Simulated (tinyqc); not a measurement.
Comparisons within one model: polar nitride quantum well with polarisation fields. A value that a table varies takes the place of the one given here.

Growth along [0001]. e_par = (a_sub - a)/a, Ppz = 2 e_par (e31 - e33 C13/C33), P = Psp + Ppz in each layer; strain relaxation and the strain shift of the gaps are left out, although thick layers with more than about 1 % mismatch would relax.

In a periodic stack without free charge the potential drop over a period vanishes: F_w = (P_b - P_w) Lb/(eps0 (eps_w Lb + eps_b Lw)), F_b = -F_w Lw/Lb, eps0 = 8.8541878e-12 F/m; 1 MV/cm = 1e8 V/m = 0.01 V/angstrom.

Envelope functions on cells of 0.25 angstrom over barrier, well, barrier (widths Lb, Lw, Lb), psi = 0 beyond, psi'/m continuous (mean mass between points), c = hbar^2/2m0. With u(z) the integral of e F (F_w in the well, F_b = -F_w Lw/Lb in the barriers, 1 MV/cm = 0.01 V/angstrom), zero at the centre of the well, the electron sees u plus Vc in the barriers and the hole -u plus Vv. The transition is Eg + E_e + E_h; excitons are left out.

Constants: hbar^2/2m0 = 3.80998211 eV angstrom^2; hc = 1239.841984 eV nm.

Inputs chosen for the exercise (near those of a GaN well in AlGaN; not measured data): a_w = 3.189 angstrom (lattice constant a, well); a_b = 3.164 angstrom (lattice constant a, barrier); a_sub = 3.164 angstrom (in-plane lattice constant of the stack); Psp_w = -0.0345 C/m^2 (spontaneous polarisation); Psp_b = -0.0488 C/m^2 (spontaneous polarisation); e31_w = -0.347 C/m^2; e31_b = -0.389 C/m^2; e33_w = 0.687 C/m^2; e33_b = 0.952 C/m^2; C_w = 0.263 (C13/C33); C_b = 0.269 (C13/C33); eps_w = 10.3 (dielectric constant); eps_b = 10.3 (dielectric constant); Lb = 80 angstrom (barrier width); Eg = 3.44 eV (gap of the well); Vc = 0.505 eV (conduction offset); Vv = 0.238 eV (valence offset); me = 0.2 m0 (electron, well); meb = 0.24 m0 (electron, barrier); mh = 1.72 m0 (hole, everywhere); Ls = (10, 14, 20, 28, 38, 50) angstrom (well widths); Lw = 24 angstrom (well width).

## Width of the well

Field, levels and overlap anew for each width.

Results:

| Lw (angstrom) | F_w (MV/cm) | E (eV) | E without field (eV) | overlap^2 | ln overlap^2 |
|---|---|---|---|---|---|
| 10 | -2.200 | 3.7942 | 3.8264 | 0.716 | -0.33 |
| 14 | -2.107 | 3.6711 | 3.7269 | 0.615 | -0.49 |
| 20 | -1.980 | 3.5306 | 3.6344 | 0.380 | -0.97 |
| 28 | -1.833 | 3.3862 | 3.5664 | 0.140 | -1.97 |
| 38 | -1.678 | 3.2405 | 3.5216 | 0.0257 | -3.66 |
| 50 | -1.523 | 3.0955 | 3.4934 | 0.00204 | -6.19 |

What can be read from the table?

The red shift grows from 32 to 398 meV. The line drops below Eg between 20 and 28 angstrom, which a square well can never do. Over the last two rows dE/dLw = -12.1 meV per angstrom, against -|e F_w| = -15.2 in the last row; the field itself weakens by 31 % over the table, since a wider well shares the drop with the barrier. The overlap falls by a factor 351.

## Screening the field

F_w = -1.9040 MV/cm

Carriers or a semipolar orientation reduce the field; here it is simply scaled in well and barrier.

Results:

| share of the field | F_w (MV/cm) | E (eV) | nm | overlap^2 | separation (angstrom) |
|---|---|---|---|---|---|
| 1.0 | -1.904 | 3.4541 | 358.9 | 0.24 | 13.2 |
| 0.8 | -1.523 | 3.4975 | 354.5 | 0.34 | 11.6 |
| 0.6 | -1.142 | 3.5353 | 350.7 | 0.48 | 9.7 |
| 0.4 | -0.762 | 3.5661 | 347.7 | 0.65 | 7.4 |
| 0.2 | -0.381 | 3.5872 | 345.6 | 0.85 | 4.2 |
| 0.0 | 0.000 | 3.5950 | 344.9 | 0.95 | 0.0 |

What can be read from the table?

Full screening shifts the line by -14.1 nm (+141 meV). The first fifth of the screening gives 43 meV and the last fifth 8 meV; a purely quadratic shift would give a ratio of 9, a linear one 1, and here it is 5.6.

## What each parameter does

Polarisation, field, levels and overlap anew. Each row changes one parameter from the base and keeps the others.

Results:

| case | F_w (MV/cm) | E (eV) | overlap^2 | red shift (meV) |
|---|---|---|---|---|
| base | -1.904 | 3.4541 | 0.24 | 141 |
| Lw = 20 angstrom | -1.980 | 3.5306 | 0.38 | 104 |
| Lb = 105 angstrom | -2.015 | 3.4392 | 0.21 | 156 |
| a_sub = 3.154 angstrom | -1.839 | 3.4618 | 0.26 | 133 |
| Psp_b = -0.0537 C/m^2 | -2.317 | 3.4019 | 0.17 | 193 |
| e33_w = 0.756 C/m^2 | -1.928 | 3.4512 | 0.24 | 144 |
| eps_w = 11.3 | -1.772 | 3.4698 | 0.27 | 125 |
| mh = 1.2 m0 | -1.904 | 3.4689 | 0.28 | 134 |
| Vc = 0.429 eV | -1.904 | 3.4410 | 0.22 | 146 |

What does this show?

The largest shifts from the base row, up to three for each result and ties (the steps differ in size, so this ranks the rows, not the parameters). F_w (MV/cm): Psp_b -0.413, eps_w +0.132, Lb -0.111; unchanged at the printed digits by mh and Vc. E (eV): Lw +0.0765, Psp_b -0.0522, eps_w +0.0156. overlap^2: Lw +0.139, Psp_b -0.0754, mh +0.0414; unchanged at the printed digits by e33_w. red shift (meV): Psp_b +52, Lw -37, eps_w -16.

(tinyqc, `OMP_NUM_THREADS=1 python tinyqc.py 1280991 1280992 out.jsonl`, Intel(R) Xeon(R) Processor @ 2.30GHz, 1 thread, shared host, about 0.03 s.)
